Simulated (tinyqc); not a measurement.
Koster-Slater impurity in a tight-binding band, by Green functions and by supercells. Growing the supercell. Computed by tinyqc, a small Python program. Command: `OMP_NUM_THREADS=1 python tinyqc.py 3022608 3022609 out.jsonl kosterslater sweep`. One thread of a shared host (Intel(R) Xeon(R) Processor @ 2.30GHz), about 0.05 s of CPU time with the checks.

One orbital per site, e(k) = -2 t sum cos(k_i) over 2 direction(s), band from -4 t to 4 t, lattice constant 1. One site has the extra energy U. Spin is left out.

Inputs (values chosen for the exercise, for a model band): hopping t = 0.84 eV; impurity potential U = -2.65 eV.

Lattice: square.

Method:
- Outside the band G0(E) = (2/(pi E)) K(m), m = 16 t^2/E^2, K the complete elliptic integral with parameter m.
- A bound state solves 1/U = G0(E).
- Bisection in ln(distance from the edge) between 1e-5 t and |U| + t. Weight on the impurity site: -1/(U^2 dG0/dE), by a central difference with step min(1e-4 t, distance/30). Decay length along an axis: 1/arccosh(1 + distance/(2 t)).
- In a periodic cell of N sites along each direction with Bloch vector K, the level solves 1/U = N^-d sum_k 1/(E - e(k)), k_i = (2 pi m_i + K_i)/N, m_i = 0..N-1; the outermost root on the side of U is taken (bisection). d is the number of directions. Gamma means K_i = 0, the zone corner K_i = pi, the quarter point K_i = pi/2.
- The error is measured against the isolated level E_b.

One run for each value; columns: (1) supercell edge N (sites); (2) error at Gamma (eV); (3) width between Gamma and the corner (eV); (4) level at Gamma (eV); (5) level at the quarter point (eV):
```
(1)          (2)         (3)      (4)      (5)
2    -6.5856e-01  1.7850e+00  -4.4350  -3.6367
3    -2.7246e-01  6.3590e-01  -4.0489  -3.7499
4    -1.2540e-01  2.6522e-01  -3.9019  -3.7707
5    -5.9436e-02  1.1872e-01  -3.8359  -3.7752
6    -2.8220e-02  5.4767e-02  -3.8047  -3.7762
8    -6.2915e-03  1.2069e-02  -3.7828  -3.7765
10   -1.4069e-03  2.7260e-03  -3.7779  -3.7765
```

Describe the trends.

Over the rows, error at Gamma (eV) rises from -0.659 to -0.00141 (exponent d ln y / d ln x -2.2 between the first rows and -6.7 between the last); width between Gamma and the corner (eV) falls from 1.79 to 0.00273 (exponent d ln y / d ln x -2.5 between the first rows and -6.7 between the last); level at Gamma (eV) rises from -4.44 to -3.78 (exponent d ln y / d ln x -0.22 between the first rows and -0.0058 between the last).

Extremes, crossings and ranges named in words are read from the listed rows.
